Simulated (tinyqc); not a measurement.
Surface potential of a MOS transistor: implicit equation and explicit approximations: two steps of the calculation.

p-type body, charge-sheet picture, depletion and inversion only, full ionisation (an idealisation for deep acceptors), Boltzmann statistics (rough once Na exp(x - xn) passes about Nc/7). In units of Vt: xg = (Vg - Vfb)/Vt, x = psi/Vt, G = gamma/sqrt(Vt), xn = (2 phiF + Vc)/Vt. The implicit equation is (xg - x)^2 = G^2 [x - 1 + exp(x - xn)] for x above about 3. Cox = eps0 eox/tox.

Parameters, values chosen for the exercise; band and dielectric values those of a made-up semiconductor:
```
symbol    value   unit                                                                 meaning
T           300      K                                                             temperature
Eg         1.34     eV                                                                band gap
eps_r      15.2                                                          relative permittivity
Nc      3.42e19  cm^-3                                  conduction-band density of states at T
Nv      2.85e19  cm^-3                                     valence-band density of states at T
eox         3.9         relative permittivity of the gate insulator (close to silicon dioxide)
tox         7.6     nm                                                     insulator thickness
Na       2.1e17  cm^-3                                                        acceptor density
Vfb       -0.65      V                                                       flat-band voltage
Vc            0      V                                                    channel-body voltage
Vg         0.77      V                                                       gate-body voltage
```

Constants: q = 1.602176634e-19 C, kB = 1.380649e-23 J/K, Vt = kB T/q, eps0 = 8.8541878128e-14 F/cm where lengths are in cm. Results are converted to the units shown.

Task 1. Scales. ni = sqrt(Nc Nv) exp(-Eg/(2 Vt)), Eg in volts; phiF = Vt ln(Na/ni); gamma = sqrt(2 q eps0 eps_r Na)/Cox; VT = Vfb + Vt (xn + G sqrt(xn - 1)).

Wanted: phiF; gamma; G; xn; VT; xg.

Result 1.

phiF = 0.54070 V
gamma = 0.66233 V^0.5
G = 4.1194
xn = 41.830
VT = 1.1119 V
xg = 54.928

Task 2. Explicit approximation. Depletion value a = 1 + [sqrt(G^2/4 + xg - 1) - G/2]^2; inversion value b = xn + ln[(xg - xn)^2/G^2 - xn + 1] and first guess y = min(a, b) - ln(1 + exp(-|a - b|)) if a > xn + 1, else b = y = a; one second-order correction with D = exp(y - xn), p = 2 (xg - y) + G^2 (1 + D), w = (xg - y)^2 - G^2 (y - 1 + D): z = y + 2 w/(p + sqrt(p^2 - 2 (2 - G^2 D) w)), or the Newton step z = y + w/p where the root is not real.

G = 4.1193547
xn = 41.830089
xg = 54.928052

Find: a; b; y; p; w; z.

Result 2.

a = 31.99
b = 31.99
y = 31.99
p = 62.84
w = -9.081e-4
z = 31.99

The root of the implicit equation is x = 31.9945; y misses it by 1.4e-5 and z by 3.6e-15, in units of Vt.

Computed by the program tinyqc: `OMP_NUM_THREADS=1 python tinyqc.py 2122105 2122106 out.jsonl`, one thread of a shared Intel Xeon 2.30GHz, about 0.01 s for the whole run.
